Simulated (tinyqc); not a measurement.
Inside a calculation. Model: thin-body transistor below threshold, two-dimensional Poisson equation on a small mesh.

Program tinyqc, `OMP_NUM_THREADS=1 python tinyqc.py 2480143 2480144 out.jsonl`; Intel Xeon 2.30GHz, shared host, one thread, about 0.2 s. Printed values are rounded.

A thin body on a thick buried insulator of low permittivity, taken as carrying no normal field at the bottom of the body (row 0). Mobile charge is neglected (subthreshold), the body is fully depleted, and potentials are counted from the intrinsic level; rows run upward to the gate, columns from source to drain.

Parameters, values chosen for the exercise; semiconductor permittivity made up:
- T = 300 K (temperature)
- eps_r = 12.9 (relative permittivity of the semiconductor)
- eox = 9 (relative permittivity of the insulator)
- tb = 8 nm (body thickness)
- tox = 3.2 nm (insulator thickness)
- L = 38 nm (channel length)
- Na = 2.1e17 cm^-3 (acceptor density of the depleted body)
- Vbi = 0.48 V (potential of the source)
- Vfb = 0.13 V (gate offset)
- Vg = 0.1 V (gate voltage)
- Vd = 0.7 V (drain voltage)

Constants: q = 1.602176634e-19 C, kB = 1.380649e-23 J/K, Vt = kB T/q, eps0 = 8.8541878128e-14 F/cm where lengths are in cm. Results are converted to the units shown.

## Coefficients of the five-point equations

Mesh: rows i = 0..3 in the semiconductor (step hs = tb/3, row 3 on the interface), then 2 step(s) ho = tox/2 up to the gate row 5; columns j = 0..6 (step hy = L/6). Box integration, divided by eps0: up_i = eps hy/h of the interval above row i, dn_i = that of the interval below (0 for row 0), lat_i = (sum of eps h/2 over the intervals above and below)/hy, s_i = -q Na w_i hy/eps0 with w_i the semiconductor height of the box (hs/2 for row 0 and the interface row, hs between, 0 in the insulator). Each free node obeys (up + dn + 2 lat) psi = up psi(above) + dn psi(below) + lat [psi(left) + psi(right)] + s.

```
row       up       dn      lat       s (V)
0    30.6375        0  2.71579  -0.0320887
1    30.6375  30.6375  5.43158  -0.0641774
2    30.6375  30.6375  5.43158  -0.0641774
3    35.6250  30.6375  3.85263  -0.0320887
4    35.6250  35.6250  2.27368           0
```

## Iteration 1: over-relaxation sweep (omega = 1.5)

psi at the start (fixed values on the edges, free nodes at zero) (V):
```
            j=0       j=1       j=2       j=3       j=4       j=5       j=6
row 0   0.48000   0.00000   0.00000   0.00000   0.00000   0.00000   1.18000
row 1   0.48000   0.00000   0.00000   0.00000   0.00000   0.00000   1.18000
row 2   0.48000   0.00000   0.00000   0.00000   0.00000   0.00000   1.18000
row 3   0.48000   0.00000   0.00000   0.00000   0.00000   0.00000   1.18000
row 4   0.22500   0.00000   0.00000   0.00000   0.00000   0.00000   0.57500
row 5  -0.03000  -0.03000  -0.03000  -0.03000  -0.03000  -0.03000  -0.03000
```

Free nodes: rows 0..4, columns 1..5, taken row by row from row 0, left to right. t = (up psi(above) + dn psi(below) + lat [psi(left) + psi(right)] + s)/(up + dn + 2 lat), with the newest neighbours; psi(new) = psi + 1.5 (t - psi).

psi after iteration 1 (V):
```
            j=0       j=1       j=2       j=3       j=4       j=5       j=6
row 0   0.48000   0.05288   0.00464  -0.00081  -0.00143   0.13178   1.18000
row 1   0.48000   0.08656   0.01140  -0.00056  -0.00231   0.21562   1.18000
row 2   0.48000   0.10802   0.01813   0.00035  -0.00276   0.26899   1.18000
row 3   0.48000   0.10397   0.01873   0.00103  -0.00229   0.25848   1.18000
row 4   0.22500   0.06227  -0.00514  -0.02065  -0.02369   0.18589   0.57500
row 5  -0.03000  -0.03000  -0.03000  -0.03000  -0.03000  -0.03000  -0.03000
```

## Iteration 2: over-relaxation sweep (omega = 1.5)

As before.

psi after iteration 2 (V):
```
            j=0       j=1       j=2       j=3       j=4       j=5       j=6
row 0   0.48000   0.13725   0.02628   0.00116   0.01145   0.34207   1.18000
row 1   0.48000   0.16714   0.04007   0.00418   0.03018   0.41681   1.18000
row 2   0.48000   0.17362   0.04671   0.00677   0.04896   0.43318   1.18000
row 3   0.48000   0.13919   0.02625  -0.01001   0.03321   0.36832   1.18000
row 4   0.22500   0.05574   0.00150  -0.01888   0.02162   0.17242   0.57500
row 5  -0.03000  -0.03000  -0.03000  -0.03000  -0.03000  -0.03000  -0.03000
```

## Course of the iteration: over-relaxation sweep (omega = 1.5)

Stop when the largest change of psi is below 1e-7 V, or after 400 iterations. Fixed values: gate row Vg - Vfb; column 0 at Vbi and the last column at Vbi + Vd in the semiconductor, each running linearly to Vg - Vfb across the insulator.

Course of the iteration:
```
iteration  psi at row 0, j = 3 (V)  largest |change| of one entry (V)
1                      -8.10697e-4                              0.269
2                       0.00115927                              0.210
3                        0.0113995                              0.158
4                        0.0356390                             0.0917
5                        0.0634699                             0.0634
6                         0.100070                             0.0446
7                         0.130072                             0.0300
8                         0.141287                             0.0149
9                         0.143680                             0.0105
...                            ...                                ...
18                        0.146403                            8.66e-6
19                        0.146400                            3.05e-6
20                        0.146399                            3.02e-6
21                        0.146398                            2.09e-6
22                        0.146397                            9.72e-7
23                        0.146396                            5.52e-7
24                        0.146396                            5.24e-7
25                        0.146396                            1.11e-7
26                        0.146396                            2.24e-8
```

Converged in 26 iterations. The changes do not fall evenly; from iteration 21 to 26 they shrink by a factor of 2.5 a step on average.

## Barrier, swing and barrier lowering

converged psi (V):
```
            j=0       j=1       j=2       j=3       j=4       j=5       j=6
row 0   0.48000   0.24587   0.13960   0.14640   0.27624   0.59487   1.18000
row 1   0.48000   0.23558   0.13062   0.13654   0.26055   0.57229   1.18000
row 2   0.48000   0.20266   0.10409   0.10783   0.21367   0.49934   1.18000
row 3   0.48000   0.14014   0.06151   0.06313   0.13701   0.35846   1.18000
row 4   0.22500   0.05903   0.01711   0.01776   0.05603   0.17331   0.57500
row 5  -0.03000  -0.03000  -0.03000  -0.03000  -0.03000  -0.03000  -0.03000
```

d psi/dVg on row 0: j=0 0.000000, j=1 0.463977, j=2 0.705747, j=3 0.775837, j=4 0.705747, j=5 0.463977, j=6 0.000000
d psi/dVd on row 0: j=0 0.00000, j=1 0.01872, j=2 0.04953, j=3 0.11208, j=4 0.24472, j=5 0.51730, j=6 1.00000

The barrier is read along row 0, the path farthest from the gate. Take the node j of lowest psi: barrier Vbi - psi_j; swing Vt ln 10/(d psi_j/dVg); DIBL = (d psi_j/dVd)/(d psi_j/dVg). The derivatives solve the same equations with s = 0 and a unit change of that voltage.

j = 2
barrier = 0.340401 V
swing = 84.3453 mV/decade
DIBL = 70.1780 mV/V

A mesh of 12, 8 and 80 steps (semiconductor, insulator, channel) gives a barrier of 0.362 V, a swing of 77.3 mV a decade and a DIBL of 87.6 mV/V; the small mesh puts the barrier 5.9 % below that.
